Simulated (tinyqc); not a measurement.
Surface potential of a MOS transistor: implicit equation and explicit approximations: accuracy of the approximations against gate voltage.

p-type body, charge-sheet picture, depletion and inversion only, full ionisation (an idealisation for deep acceptors), Boltzmann statistics (rough once Na exp(x - xn) passes about Nc/7). In units of Vt: xg = (Vg - Vfb)/Vt, x = psi/Vt, G = gamma/sqrt(Vt), xn = (2 phiF + Vc)/Vt. The implicit equation is (xg - x)^2 = G^2 [x - 1 + exp(x - xn)] for x above about 3. Cox = eps0 eox/tox.

ni = sqrt(Nc Nv) exp(-Eg/(2 Vt)), Eg in volts; phiF = Vt ln(Na/ni); gamma = sqrt(2 q eps0 eps_r Na)/Cox; VT = Vfb + Vt (xn + G sqrt(xn - 1)). Depletion value a = 1 + [sqrt(G^2/4 + xg - 1) - G/2]^2; inversion value b = xn + ln[(xg - xn)^2/G^2 - xn + 1] and first guess y = min(a, b) - ln(1 + exp(-|a - b|)) if a > xn + 1, else b = y = a; one second-order correction with D = exp(y - xn), p = 2 (xg - y) + G^2 (1 + D), w = (xg - y)^2 - G^2 (y - 1 + D): z = y + 2 w/(p + sqrt(p^2 - 2 (2 - G^2 D) w)), or the Newton step z = y + w/p where the root is not real. N_inv = (Cox Vt G/q) [sqrt(x - 1 + exp(x - xn)) - sqrt(x - 1)] at the root. Lambert form (Cox m Vt/q) W0[(G/(2 m sqrt(xn - 1))) exp((Vg - VT)/(m Vt))], m = 1 + G/(2 sqrt(xn - 1)). Errors under 1e-4 mV, and the linear form below VT, are printed as 0.

Parameters, values chosen for the exercise; band and dielectric values close to those of silicon:

| symbol | value | unit | meaning |
|---|---|---|---|
| T | 350 | K | temperature |
| Eg | 1.12 | eV | band gap |
| eps_r | 11.8 |  | relative permittivity |
| Nc | 3.54e19 | cm^-3 | conduction-band density of states at T |
| Nv | 3.33e19 | cm^-3 | valence-band density of states at T |
| eox | 3.9 |  | relative permittivity of the gate insulator (close to silicon dioxide) |
| tox | 1.4 | nm | insulator thickness |
| Na | 1.4e18 | cm^-3 | acceptor density |
| Vfb | -0.62 | V | flat-band voltage |
| Vc | 1 | V | channel-body voltage |

Constants: q = 1.602176634e-19 C, kB = 1.380649e-23 J/K, Vt = kB T/q, eps0 = 8.8541878128e-14 F/cm where lengths are in cm. Results are converted to the units shown.

Accuracy of the approximations against gate voltage:
```
Vg (V)  psi (V)    x - xn  error of y (mV)  error of z (mV)  N_inv (cm^-2)  Cox (Vg - VT)/q (cm^-2)  Lambert form (cm^-2)
1.29      1.566    -11.97                0                0        3.297e5                        0               2.800e5
1.49      1.746    -5.989          7.24e-3                0        1.233e8                        0               1.157e8
1.69      1.925  -0.06362             2.58         -2.65e-4       4.376e10                 1.125e10              4.389e10
1.89      2.032     3.469             23.4            -6.22       1.319e12                 3.090e12              1.366e12
2.09      2.069     4.696             18.3            -2.18       3.773e12                 6.169e12              3.908e12
2.29      2.090     5.399             14.1           -0.786       6.494e12                 9.248e12              6.710e12
2.49      2.105     5.902             11.7           -0.408       9.317e12                 1.233e13              9.606e12
2.69      2.117     6.298             10.1           -0.250       1.219e13                 1.541e13              1.255e13
2.89      2.127     6.625             8.99           -0.168       1.511e13                 1.849e13              1.552e13
```

psi rises from 1.57 to 2.13 V and ends 6.6 Vt above 2 phiF + Vc. Among the rows the first guess is off by at most 23 mV (at Vg = 1.89 V) and the corrected value by at most 6.2 mV. In the last row the linear form is 22 % above N_inv and the Lambert form 2.7 % above it; in the first row the Lambert form is 15 % below it. For Vg = 1.89, 2.09, 2.29, 2.49, 2.69, 2.89 the electron quasi-Fermi level lies less than 2 Vt below the band edge at the surface, or above it, where degeneracy and confinement, left out, matter.

Computed by the program tinyqc: `OMP_NUM_THREADS=1 python tinyqc.py 2122107 2122108 out.jsonl`, one thread of a shared Intel Xeon 2.30GHz, about 0.01 s for the whole run.
